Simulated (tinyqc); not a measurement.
Convergence with the mesh in the empty well.

In an empty well of width L and depth Vb, level k solves kw L/2 = (k - 1) pi/2 + arctan(sqrt((mw/mb)(Vb - E)/E)) with kw = sqrt(mw E/C), C = hbar^2/(2 m0). Mesh: N intervals across the well, hz = L/N, nodes at (i + 1/2) hz from an edge, mass (mw + mb)/2 on the interval that holds an interface, walls 3 L outside the edges; H_ii = C (1/m_(i-1/2) + 1/m_(i+1/2))/hz^2 + V_i, H_(i,i+1) = -C/(m_(i+1/2) hz^2). No field, no charge.

Values chosen for this exercise; material values close to those of GaAs in InGaP: mass along z in the well mw = 0.0672 m0; mass along z in the barriers mb = 0.0876 m0; barrier height Vb = 0.147 eV; well width L = 22.4 nm.

Constants: q = 1.602176634e-19 C, hbar = 1.054571817e-34 J s, m0 = 9.1093837015e-31 kg, hbar^2/(2 m0) = 0.0380998212 eV nm^2. Results are converted to the units shown.

The same in every row: exact E1 (meV) = 7.7326.

Convergence with the mesh in the empty well:
```
N    E1 on the mesh (meV)  error (%)
4                  5.7699      -25.4
8                  7.0217      -9.19
16                 7.5281      -2.64
32                 7.6793     -0.689
64                 7.7191     -0.174
128                7.7292    -0.0436
```

The error goes from -25 % to -0.044 %; between N = 32 and 64 it shrinks by a factor of 4.0, the 4 of a second-order scheme.

Computed by the program tinyqc: `OMP_NUM_THREADS=1 python tinyqc.py 2140130 2140131 out.jsonl`, one thread of a shared Intel Xeon 2.30GHz, about 0.2 s for the whole run.
